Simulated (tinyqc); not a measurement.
Inside a calculation. Model: abrupt p-n junction, non-linear Poisson equation by Newton steps.

Numbers from tinyqc (`OMP_NUM_THREADS=1 python tinyqc.py 2000152 2000153 out.jsonl`; about 0.05 s on one thread of a shared Intel Xeon 2.30GHz). Printed values are rounded; ~0 in a residual or rate marks an entry under 1e-11 of the largest of its column.

One dimension, p side on the left, n side on the right; net doping C = -Na for x < 0 and +Nd for x > 0. The potential psi is counted from the intrinsic level, and the quasi-Fermi potentials are flat: 0 for holes and -V for electrons, so n = ni exp((psi + V)/Vt) and p = ni exp(-psi/Vt) (Boltzmann statistics, full ionisation, no current). Under reverse bias this makes the minority densities vanishingly small everywhere; they play no part in the charge.

Values chosen for this exercise; band and dielectric values close to those of gallium nitride:
```
symbol,value,unit,meaning
T,250,K,temperature
Eg,3.37,eV,band gap
eps_r,9.47,,relative permittivity
Nc,1.77e18,cm^-3,conduction-band density of states at T
Nv,3.54e19,cm^-3,valence-band density of states at T
Na,6.8e17,cm^-3,acceptor density of the p side
Nd,2.9e18,cm^-3,donor density of the n side
V,-5.8,V,bias of the p side against the n side
```

Constants: q = 1.602176634e-19 C, kB = 1.380649e-23 J/K, Vt = kB T/q, eps0 = 8.8541878128e-14 F/cm where lengths are in cm. Results are converted to the units shown.

Range of the model: The donor density exceeds a fifth of the band density of states, where Boltzmann statistics begin to fail.

## Intrinsic density, end potentials and Debye lengths

ni = sqrt(Nc Nv) exp(-Eg/(2 Vt)), Eg in volts; psi_p = -Vt ln(Na/ni), psi_n = Vt ln(Nd/ni) - V; Debye length sqrt(eps0 eps_r Vt/(q N)).

ni = 8.518896e-16 cm^-3
psi_p = -1.632122 V
psi_n = 7.463368 V
Debye length, p side = 4.071891 nm
Debye length, n side = 1.971749 nm

## Net doping on the mesh

x, node 0 to 11 (nm): -188  -125  -80.8  -50.2  -28.8  -13.9  -3.6  3.6  12.3  22.9  35.7  51.3

C = -Na for x < 0 and +Nd for x > 0, taken at the nodes.

net doping C, node 0 to 11 (cm^-3): -6.8e17  -6.8e17  -6.8e17  -6.8e17  -6.8e17  -6.8e17  -6.8e17  2.9e18  2.9e18  2.9e18  2.9e18  2.9e18

## Couplings between neighbouring nodes

a_i = eps0 eps_r/h_i for the interval from node i to i + 1, with h_i = x_(i+1) - x_i in cm.

coupling a_i, interval 0 to 10 (F/cm^2): 1.330939e-7  1.897040e-7  2.740169e-7  3.918185e-7  5.627460e-7  8.140695e-7  1.164572e-6  9.637834e-7  7.910298e-7  6.550716e-7  5.374946e-7

## Starting potential

The parabolas of an abrupt Na-Nd junction in the depletion approximation: psi_p + q Na (x + xp)^2/(2 eps0 eps_r) for -xp < x < 0, psi_n - q Nd (xn - x)^2/(2 eps0 eps_r) for 0 < x < xn, flat outside, with W = sqrt(2 eps0 eps_r (psi_n - psi_p)(1/Na + 1/Nd)/q), xp = W Nd/(Na + Nd), xn = W Na/(Na + Nd), psi_p = -Vt ln(Na/ni), psi_n = Vt ln(Nd/ni) - V.

psi at the start, node 0 to 11 (V): -1.632122  -1.632122  -1.203223  0.426683  2.289501  3.937895  5.246016  6.197962  7.018529  7.451484  7.463368  7.463368

## Iteration 1: densities, residual and Jacobian diagonal

n_i = ni exp((psi_i + V)/Vt), p_i = ni exp(-psi_i/Vt), rho_i = p_i - n_i + C_i, g_i = (n_i + p_i)/Vt. Box widths w_i = (h_(i-1) + h_i)/2 in cm. Residual F_i = a_i (psi_(i+1) - psi_i) - a_(i-1) (psi_i - psi_(i-1)) + q rho_i w_i; Jacobian: a_(i-1) and a_i beside the diagonal, b_i = -a_(i-1) - a_i - q g_i w_i on it. The two end nodes are fixed.

```
node      n (cm^-3)      p (cm^-3)
0     1.274688e-165         6.8e17
1     1.274688e-165         6.8e17
2     5.644432e-157     1.535651e9
3     4.065150e-124   2.132240e-24
4      1.451553e-86   5.971451e-62
5      2.465996e-53   3.514959e-95
6      5.788380e-27  1.497461e-121
7       8.973022e-8  9.659930e-141
8        3.125007e9  2.773715e-157
9       1.670464e18  5.188904e-166
10           2.9e18  2.988923e-166
11           2.9e18  2.988923e-166
```

```
node  residual F (C/cm^2)  diagonal b (F/cm^2)
1             8.136378e-8         -2.742916e-5
2            -4.220766e-8         -4.637209e-7
3                      ~0         -6.658354e-7
4                      ~0         -9.545645e-7
5                      ~0         -1.376816e-6
6            -5.162213e-8         -1.978641e-6
7             5.162213e-8         -2.128355e-6
8           -4.831569e-16         -1.754813e-6
9            -1.042133e-7         -1.598128e-5
10           -7.784548e-9         -3.181811e-5
```

## Iteration 1: Newton step

Solve the tridiagonal system a_(i-1) d_(i-1) + b_i d_i + a_i d_(i+1) = -F_i for nodes 1 to 10, with d = 0 on fixed nodes. Each component d is damped to sign(d) Vt ln(1 + |d|/Vt) before it is added.

Newton step d, before damping, node 1 to 10 (V): 0.0017889  -0.1702369  -0.1352987  -0.1108648  -0.0938524  -0.0820921  -0.0295442  -0.0196108  -0.0075080  -0.0003992
psi after iteration 1, node 0 to 11 (V): -1.632122  -1.630403  -1.250323  0.383916  2.250382  3.901738  5.212175  6.179360  7.004585  7.445043  7.462972  7.463368

## Iteration 2: densities, residual and Jacobian diagonal

As before.

```
node      n (cm^-3)      p (cm^-3)
0     1.274688e-165         6.8e17
1     1.380537e-165    6.278628e17
2     6.340585e-158    1.367047e10
3     5.583764e-125   1.552336e-23
4      2.361735e-87   3.670131e-61
5      4.603792e-54   1.882769e-94
6      1.203266e-27  7.203624e-121
7       3.783874e-8  2.290741e-140
8        1.635876e9  5.298613e-157
9       1.238750e18  6.997275e-166
10      2.847236e18  3.044312e-166
11           2.9e18  2.988923e-166
```

```
node  residual F (C/cm^2)  diagonal b (F/cm^2)
1             2.710029e-8         -2.535085e-5
2            -3.175940e-8         -4.637212e-7
3            2.422920e-10         -6.658354e-7
4            2.377364e-10         -9.545645e-7
5            2.178592e-10         -1.376816e-6
6            -3.576098e-8         -1.978641e-6
7             3.836521e-8         -2.128355e-6
8             1.445509e-9         -1.754813e-6
9            -2.526101e-8         -1.222482e-5
10           4.718760e-10         -3.126090e-5
```

## Iteration 2: Newton step

As before.

Newton step d, before damping, node 1 to 10 (V): 0.0001447  -0.1235198  -0.0932308  -0.0726666  -0.0587710  -0.0494330  -0.0121980  -0.0070126  -0.0025222  -0.0000378
psi after iteration 2, node 0 to 11 (V): -1.632122  -1.630259  -1.291408  0.347876  2.218596  3.873390  5.186490  6.169694  6.998514  7.442658  7.462934  7.463368

## Course of the Newton iteration

Stop when the largest undamped |d| is below 1e-9 V, or after 80 iterations.

Course of the iteration:
```
iteration  largest |F| (C/cm^2)  largest |d| (V)  at node
1                       1.04e-7            0.170        2
2                       3.84e-8            0.124        2
3                       2.32e-8           0.0825        2
4                       1.45e-8           0.0486        2
5                       7.77e-9           0.0231        2
6                       2.88e-9          7.42e-3        2
7                      4.59e-10          1.04e-3        2
8                      1.13e-11          2.45e-5        2
9                      6.43e-15          1.39e-8        2
10                      < 1e-19          < 1e-13        2
```

Converged in 10 iterations. Once the step is below 0.1 Vt, 3 more iteration(s) reach the threshold: near the solution the error is roughly squared each time.

## Converged densities, field and charge

converged psi, node 0 to 11 (V): -1.632122  -1.630258  -1.373878  0.290616  2.177623  3.842859  5.162622  6.167034  6.997435  7.442371  7.462931  7.463368

n and p as above; field E_i = -(psi_(i+1) - psi_i)/h_i on each interval; charge on either side of the peak Q = eps0 eps_r |E|max (Gauss).

```
node      n (cm^-3)      p (cm^-3)
0     1.274688e-165         6.8e17
1     1.389854e-165    6.236537e17
2     2.048181e-160    4.231987e12
3     7.346634e-127   1.179843e-21
4      8.062571e-89   1.075076e-59
5      2.993302e-55   2.895758e-93
6      1.206188e-28  7.186173e-120
7       2.135279e-8  4.059365e-140
8        1.173839e9  7.384213e-157
9       1.094285e18  7.921042e-166
10      2.841833e18  3.050101e-166
11           2.9e18  2.988923e-166
```

field E, interval 0 to 10 (kV/cm): -0.296  -58.005  -543.952  -881.779  -1117.608  -1281.324  -1395.016  -954.484  -419.751  -16.062  -0.280
peak |E| = 1395.016 kV/cm
charge Q = 1169.709 nC/cm^2

## Check against the exact first integral and the depletion approximation

ni = sqrt(Nc Nv) exp(-Eg/(2 Vt)), Eg in volts. Exact first integral for an abrupt junction with thick neutral sides: psi_p = -Vt ln(Na/ni), psi_n = Vt ln(Nd/ni) - V, psi_j = (Nd psi_n + Na psi_p - Vt (Nd - Na))/(Na + Nd) at the junction, n_j = ni exp((psi_j + V)/Vt), p_j = ni exp(-psi_j/Vt), and E_j^2 = (2 q/(eps0 eps_r)) [Nd (psi_n - psi_j - Vt) + Vt (n_j + p_j)] (minority densities of the neutral sides neglected). Depletion approximation: Vbi = Vt ln(Na Nd/ni^2), W = sqrt(2 eps0 eps_r (Vbi - V)(1/Na + 1/Nd)/q), xp = W Nd/(Na + Nd), xn = W Na/(Na + Nd), peak field 2 (Vbi - V)/W, capacitance eps0 eps_r/W.

psi_j = 5.722373 V
exact field at the junction = 1380.431 kV/cm
Vbi = 3.295489 V
W = 131.4650 nm
peak field in the depletion approximation = 1383.712 kV/cm

The depletion approximation gives a peak field 0.24 % above the exact one, since it leaves out the Debye tails of the majority carriers at the edges of the depleted layer. The 12-node mesh above gave 1395 kV/cm on the interval that holds the junction, 1.1 % above the exact value.
